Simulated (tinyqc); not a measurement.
# Short-channel transistor, virtual-source model with series resistance: several studies

The current per gate width is the charge at the top of the source barrier (the virtual source) times its velocity times a saturation function; al and be are fitting constants of the model. Units: I in uA/um, Rs in ohm um, so I Rs = 1e-6 I Rs in volts; Q in uC/cm^2, so I = 1e-4 Q vx0 Fsat with vx0 in cm/s.

Values chosen for this exercise:
```
symbol   value        unit                                                         meaning
T          300           K                                                     temperature
Cinv      1.45     uF/cm^2                                           inversion capacitance
vx0     2.06e7        cm/s                                  velocity at the virtual source
mu         110  cm^2/(V s)                                               apparent mobility
L           45          nm                                                  channel length
VT0       0.43           V                                 threshold at zero drain voltage
dl       0.042         V/V                                  drain-induced barrier lowering
n0        1.08                                                         subthreshold factor
nd           0         1/V                                  growth of n with drain voltage
al         3.5              threshold shift (in units of Vt) from weak to strong inversion
be         1.4                                                     sharpness of saturation
Rs          50      ohm um                               series resistance of each contact
```

Constants: q = 1.602176634e-19 C, kB = 1.380649e-23 J/K, Vt = kB T/q. Results are converted to the units shown.

Each table varies one quantity; the others keep the values above.

## Effect of the threshold at zero drain voltage on the on and off currents

Intrinsic voltages Vg' = Vgs - I Rs, Vd' = Vds - 2 I Rs. n = n0 + nd Vd', VT = VT0 - dl Vd', Ff = 1/(1 + exp((Vg' - VT + al Vt/2)/(al Vt))), Q = Cinv n Vt ln(1 + exp((Vg' - VT + al Vt Ff)/(n Vt))), Vdsat = (vx0 L/mu)(1 - Ff) + Vt Ff, Fsat = u/(1 + u^be)^(1/be) with u = Vd'/Vdsat, and I = Q vx0 Fsat per width. I is solved self-consistently. Ion is I at Vgs = Vds = 0.7 V, Ioff at Vgs = 0, Vds = 0.7 V, and Rlin = Vds/I at Vgs = 0.7 V, Vds = 0.05 V.

Effect of the threshold at zero drain voltage on the on and off currents:
```
VT0 (V)  Ion (uA/um)  Ioff (nA/um)  log10(Ion/Ioff)  Rlin (ohm um)
0.15           821.1          8339            1.993          619.8
0.2            755.3          2184            2.539          671.0
0.25           688.9         490.5            3.148          733.1
0.3            622.1         98.80            3.799          809.4
0.35           555.1         18.50            4.477          905.0
0.4            488.1         3.305            5.169           1028
0.45           421.5        0.5741            5.866           1188
0.5            355.7       0.09806            6.560           1405
```

As VT0 goes from 0.15 to 0.5 V, Ion falls from 821 to 356 uA/um, Ioff falls from 8340 to 0.0981 nA/um and Rlin rises from 620 to 1410 ohm um. Ion changes by a factor of 0.433 and Ioff by 1.18e-5. The off current depends on it through an exponential, the on current about linearly. For VT0 = 0.15 to 0.2 V the off current passes 1 uA/um, so the device is hardly off at Vgs = 0.

## Supply voltage at a fixed off current

For each supply Vdd, VT0 is set so that I(Vgs = 0, Vds = Vdd) = 10 nA/um; Ion = I(Vdd, Vdd); C = Cinv L + 0.55 fF/um of parasitic capacitance; delay C Vdd/Ion, energy C Vdd^2.

Supply voltage at a fixed off current:
```
Vdd (V)  VT0 (V)  Ion (uA/um)  delay (ps)  energy (fJ/um)
0.4       0.3547        108.7       4.423          0.1924
0.5       0.3592        221.9       2.709          0.3006
0.6       0.3636        364.4       1.980          0.4329
0.7       0.3680        530.9       1.585          0.5892
0.8       0.3723        715.6       1.344          0.7696
0.9       0.3766        913.6       1.185          0.9740
1         0.3808         1122       1.072           1.202
1.1       0.3851         1338      0.9884           1.455
```

The VT0 needed rises from 0.355 to 0.385 V and Ion rises from 109 to 1340 uA/um. The delay falls from 4.42 to 0.988 ps, while the energy grows as Vdd^2. Going from 0.4 to 0.5 V changes the delay by -39 %, going from 1 to 1.1 V by -7.8 %.

## Effect of the apparent mobility on the on and off currents

Same model as above.

Effect of the apparent mobility on the on and off currents:
```
mu (cm^2/(V s))  Ion (uA/um)  Ioff (nA/um)  log10(Ion/Ioff)  Rlin (ohm um)
50                     271.9         1.148            5.374           2312
85                     388.2         1.157            5.526           1411
140                    502.6         1.161            5.636          905.3
240                    609.3         1.164            5.719          580.0
410                    684.2         1.165            5.769          390.7
700                    729.2         1.166            5.796          279.0
1200                   753.6         1.167            5.810          211.7
2000                   765.5         1.167            5.817          172.5
```

As mu goes from 50 to 2000 cm^2/(V s), Ion rises from 272 to 766 uA/um, Ioff rises from 1.15 to 1.17 nA/um and Rlin falls from 2310 to 172 ohm um. Ion changes by a factor of 2.81 and Ioff by 1.02.

Program tinyqc, `OMP_NUM_THREADS=1 python tinyqc.py 2380012 2380013 out.jsonl`; Intel Xeon 2.30GHz, shared host, one thread, about 0.01 s.
